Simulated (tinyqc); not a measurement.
Threshold-voltage variability of a planar MOSFET, analytic estimates: one step of the calculation.

Three independent sources add in quadrature: random dopants in the depleted layer, metal-gate grains of two orientations, and roughness of the two gate edges acting through the roll-off VT = VT(long) - Vr exp(-L/l). These are first-order estimates: no three-dimensional electrostatics, no percolation.

Task. Random dopants. ni = sqrt(Nc Nv) exp(-Eg/(2 Vt)), Eg in volts; Cox = 3.9 eps0/ti; Wd = sqrt(4 eps0 eps_r Vt ln(Na/ni)/(q Na)); dopants: s1 = (q/Cox) sqrt(Na Wd/(3 L W)). The slope A1 = s1 sqrt(L W); mean number of dopants Na L W Wd.

Inputs (values chosen for the exercise); material values close to those of silicon: temperature T = 273 K; band gap Eg = 1.13 eV; relative permittivity of the semiconductor eps_r = 11.5; conduction-band density of states at T Nc = 2.47e19 cm^-3; valence-band density of states at T Nv = 2.33e19 cm^-3; channel doping Na = 4.7e17 cm^-3; oxide-equivalent thickness in inversion ti = 2 nm; gate length L = 90 nm; gate width W = 410 nm.

Constants: q = 1.602176634e-19 C, kB = 1.380649e-23 J/K, Vt = kB T/q, eps0 = 8.8541878128e-14 F/cm where lengths are in cm. Results are converted to the units shown.

Give: Cox; Wd; mean number of dopants; A1; s1.

Result.

Cox = 1.7266 uF/cm^2
Wd = 50.552 nm
mean number of dopants = 876.73
A1 = 0.82582 mV um
s1 = 4.2991 mV

Counting alone, 1/sqrt(N) of the depletion voltage q Na Wd/Cox = 220 mV, would give sqrt(3) times more: dopants deep in the layer act less on the surface.

Numbers from tinyqc (`OMP_NUM_THREADS=1 python tinyqc.py 2090011 2090012 out.jsonl`; about 0.01 s on one thread of a shared Intel Xeon 2.30GHz).
